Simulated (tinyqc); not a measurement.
Equation-of-state fits to an energy-volume table made by a known binding curve. Changing the shift of the window centre s. Computed by tinyqc, a small Python program. Command: `OMP_NUM_THREADS=1 python tinyqc.py 3020374 3020375 out.jsonl eosfit sweep`. One thread of a shared host (Intel(R) Xeon(R) Processor @ 2.30GHz), about 0.05 s of CPU time with the checks.

With x = (V/V_0)^(1/3), the energy per atom is E = D [m x^-n - n x^-m]/(n - m), so that B0 = D n m/(9 V_0) and B' = (n + m + 6)/3. B' = dB/dP at P = 0.

Inputs (values chosen for the exercise, for a model crystal):
```
quantity,value,unit
cohesive energy D,5.12,eV/atom
true volume V_0,26.6,angstrom^3/atom
repulsive exponent n,8,-
attractive exponent m,1,-
half-width of the volume window w,0.2,-
points N,9,-
compression V/V_0 for the pressure test,0.8,-
noise amplitude,0.036,meV
```

Binding curve: Mie. Noise: added.

numbers xi_j, drawn evenly from -1 to 1: [0.6797, 0.3229, 0.0443, -0.1419, -0.6216, -0.0621, 0.8942, -0.6713, 0.8840, -0.3809, 0.2196, 0.0882, -0.1100, 0.9556, 0.3484, 0.6224, 0.4728, 0.4993, 0.4121, 0.9866, -0.8357]

Constants: 1 eV/angstrom^3 = 160.2176634 GPa.

Method:
- B0 and B' from the formulas above; P = -dE/dV at V = c V_0 (c the compression chosen), from the curve itself.
- Table: V_j = V_0 [1 + s + w (2 j/(N - 1) - 1)], j = 0..N-1, rounded to 0.001; E_j from the curve plus the noise amplitude times the listed numbers xi_j (xi_0 first), rounded to 1e-7 eV.
- Third-order Birch-Murnaghan is a cubic in u = V^(-2/3): fit it by linear least squares, find the minimum, and take B0 = V E''(V), B' = -1 - V E'''/E'' there.
- Errors are fitted minus exact, relative; the pressure at c V_0 uses P = (3 B0/2) (x^7 - x^5) [1 + (3/4)(B' - 4)(x^2 - 1)], x = (V0/V)^(1/3) with the fitted values.

One run for each value:
```
shift of the window centre s,error of B0 (%),error of B' (%),error of that pressure (%)
-0.18,-3.039,5.722,-0.053
-0.12,-0.930,3.638,0.120
-0.06,0.069,1.954,0.082
0.00,0.379,0.538,-0.238
0.06,0.256,-0.689,-0.865
0.12,-0.140,-1.778,-1.803
0.18,-0.707,-2.762,-3.040
```

Over the rows, error of B0 (%) goes from -3.04 through a maximum among these rows, 0.379 at 0, to -0.707; error of B' (%) falls from 5.72 to -2.76; error of that pressure (%) goes from -0.0525 through a maximum among these rows, 0.120 at -0.120, to -3.04. Shifting the window moves the minimum away from its centre, which changes how the neglected higher-order terms enter the fitted values.

Extremes, crossings and ranges named in words are read from the listed rows.
